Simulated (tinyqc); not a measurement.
Sweep of the shear strain: two-band k.p model of the Delta valleys near the X point under shear strain.

Valley pair on the [001] axis, kz counted from the X point, c = hbar^2/2m0, k0 = kx0 2 pi/a. H = (c kz^2/ml + c (kx^2 + ky^2)/mt + c k0^2/ml) 1 + (2 c k0 kz/ml) sigma_z + (D exy - 2 c kx ky/Mp) sigma_x, so E = c kz^2/ml + c (kx^2 + ky^2)/mt + c k0^2/ml -/+ sqrt((2 c k0 kz/ml)^2 + (D exy - 2 c kx ky/Mp)^2). Without strain the lower band has its minima, E = 0, at kz = +/- k0. Shifts from diagonal strain are left out.

For |eta| < 1: k_min = k0 sqrt(1 - eta^2), E_min = -Delta eta^2/2, ml(eta) = ml/(1 - eta^2), 1/m[110] = 1/mt + eta/Mp, 1/m[1-10] = 1/mt - eta/Mp. For |eta| > 1 the minimum sits at X: E_min = -Delta (2 |eta| - 1)/2, ml(eta) = ml/(1 - 1/|eta|), and eta is replaced by its sign in the transverse masses. Here Delta = 2 c k0^2/ml and eta = D exy/Delta.

Constants: hbar^2/2m0 = 3.80998211 eV angstrom^2.

Values chosen for the exercise (near those of Si; not measured data): a = 5.432 angstrom (lattice constant); ml = 0.924 m0 (longitudinal mass); mt = 0.194 m0 (transverse mass); kx0 = 0.157 2 pi/a (distance of the minimum from X); D = 13.6 eV (shear deformation potential); Mp = 0.237 m0 (coupling mass).

Delta = 2 c k0^2/ml, eta = D exy/Delta.

The minimum:

| exy | eta | k_min/k0 | E_min (meV) | ml(eta) | m[110] | m[1-10] | density-of-states mass |
|---|---|---|---|---|---|---|---|
| 0.0000 | 0.000 | 1.000 | 0.0 | 0.924 | 0.1940 | 0.1940 | 0.326 |
| 0.0020 | 0.100 | 0.995 | -1.4 | 0.933 | 0.1793 | 0.2113 | 0.328 |
| 0.0050 | 0.250 | 0.968 | -8.5 | 0.986 | 0.1610 | 0.2439 | 0.338 |
| 0.0100 | 0.500 | 0.866 | -34.0 | 1.232 | 0.1377 | 0.3284 | 0.382 |
| 0.0150 | 0.750 | 0.661 | -76.5 | 2.113 | 0.1202 | 0.5026 | 0.503 |
| 0.0180 | 0.900 | 0.436 | -110.2 | 4.868 | 0.1117 | 0.7371 | 0.737 |
| 0.0240 | 1.200 | 0.000 | -190.4 | 5.541 | 0.1067 | 1.0693 | 0.858 |
| 0.0320 | 1.600 | 0.000 | -299.2 | 2.464 | 0.1067 | 1.0693 | 0.655 |

What does the comparison show?

The valleys reach X at eta = 1, that is exy = 0.0200. The shift is quadratic up to eta = 1 (-8.5 meV at eta = 0.25, -34.0 meV at 0.50) and linear beyond, while 1/m[110] rises linearly, taking m[110] from 0.194 to its floor 0.1067, a gain of 82 % in 1/m. ml(eta) diverges at eta = 1; the largest value listed is 5.54. A deformation-potential model with fixed masses misses all of this.

Program tinyqc; command `OMP_NUM_THREADS=1 python tinyqc.py 1051336 1051337 out.jsonl`; about 0.01 s on one thread of a shared Intel(R) Xeon(R) Processor @ 2.30GHz.
